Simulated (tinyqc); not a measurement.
Averaged masses of warped heavy- and light-hole bands, step by step. Values are carried at full precision from step to step, so a last printed digit may differ when a step is redone from the rounded ones.

Constants: Ry = 13.60569312 eV; a0 (Bohr radius) = 0.5291772105 angstrom; kB = 8.617333262e-05 eV/K; hbar^2/2m0 = 3.80998211 eV angstrom^2.

Inputs chosen for the exercise (near those of AlAs; not measured data): g1 = 3.73 (Luttinger gamma1); g2 = 0.82 (gamma2); g3 = 1.41 (gamma3); eps = 10.02 (dielectric constant); mso = 0.282 m0 (split-off mass); Dso = 0.275 eV (spin-orbit splitting); T = 200 K (temperature).

## Other forms of the parameters

Dresselhaus-Kip-Kittel form E = c [A k^2 -/+ sqrt(B^2 k^4 + C^2 (kx^2 ky^2 + ky^2 kz^2 + kz^2 kx^2))] with A = g1, B = 2 g2, C^2 = 12 (g3^2 - g2^2). Spherical form: mu = (6 g3 + 4 g2)/(5 g1), delta = (g3 - g2)/g1, masses 1/(g1 (1 -/+ mu)). Effective rydberg R* = Ry/(g1 eps^2) and radius a* = a0 g1 eps.

A, B, |C|: 3.730  1.640  3.973

mu, delta: 0.6295  0.1582

spherical masses, heavy and light (m0): 0.7236  0.1645

R* = 36.33 meV
a* = 19.8 angstrom

delta/mu = 0.25 measures the warping against the spherical splitting.

## Masses along six directions

Four-band hole energies E = c k^2 f(u), c = hbar^2/2m0, f = g1 -/+ 2 sqrt(g2^2 + 3 (g3^2 - g2^2) s), s = ux^2 uy^2 + uy^2 uz^2 + uz^2 ux^2 for the unit vector u; minus for heavy, plus for light holes; the mass along u is 1/f.

Give s and both masses.

Masses (m0):
```
direction        s   heavy   light
[100]      0.00000  0.4785  0.1862
[110]      0.25000  0.8667  0.1586
[111]      0.33333  1.0989  0.1527
[210]      0.16000  0.6915  0.1663
[211]      0.25000  0.8667  0.1586
[331]      0.27424  0.9254  0.1568
```

The heavy mass grows by a factor of 2.30 from [100] to [111] while the light one shrinks by 18 %; 1/m_heavy + 1/m_light = 2 g1 in every direction.

## Density-of-states masses from three directions

m_d^(3/2) is the angular mean of m(u)^(3/2). The rule mean = (10 F[100] + 16 F[110] + 9 F[111])/35 is exact for cubic harmonics up to sixth order. Total m_d = (m_h^(3/2) + m_l^(3/2))^(2/3).

m^(3/2):
```
direction    heavy    light
[100]      0.33096  0.08036
[110]      0.80685  0.06315
[111]      1.15196  0.05965
```

m_d heavy, light (m0): 0.8325  0.1652

total = 0.8809 m0
share of light holes = 8.1 %

## Averages on a grid

Grid: n x n midpoints in cos(theta) from 0 to 1 and phi from 0 to pi/2, equal weights. m_d = <f^(-3/2)>^(2/3). Conductivity mass for one scattering time: 1/m_c = <|w|^2 f^(-5/2)>/<f^(-3/2)> with w = grad_k(k^2 f)/(2 k), that is |w|^2 = f^2 + |angular gradient of f|^2/4.

Use n = 40.

m_d heavy, light (m0): 0.7957  0.1637

m_c heavy, light (m0): 0.6543  0.1617

The three-direction rule differs from the grid by +4.63 % for heavy holes. Warping makes m_c of the heavy holes 18 % smaller than m_d; on a sphere the two are equal.

## Effective density of states

Nv = 2 (kT/(4 pi c))^(3/2) [m_h^(3/2) + m_l^(3/2) + mso^(3/2) exp(-Dso/kT)], c = hbar^2/2m0, parabolic bands, m_h and m_l the density-of-states masses from the grid; 1 angstrom^-3 = 1e24 cm^-3.

prefactor = 1.3660e+19 cm^-3

the three terms: 0.70978  0.06621  0.00000

Nv = 1.060e+19 cm^-3

shares (%): 91.5  8.5  0.0

kT/Dso = 0.06, small enough for the four-band form.

## Checks

- m_d and m_c of heavy holes for g2 = g3 against 1/(g1 - 2 g3): they agree to 1e-10 or better.
- m_d of heavy holes on grids of 40 and 160: both 0.7957.

tinyqc: `OMP_NUM_THREADS=1 python tinyqc.py 1081379 1081380 out.jsonl`; about 0.01 s, one thread, shared Intel(R) Xeon(R) Processor @ 2.30GHz.
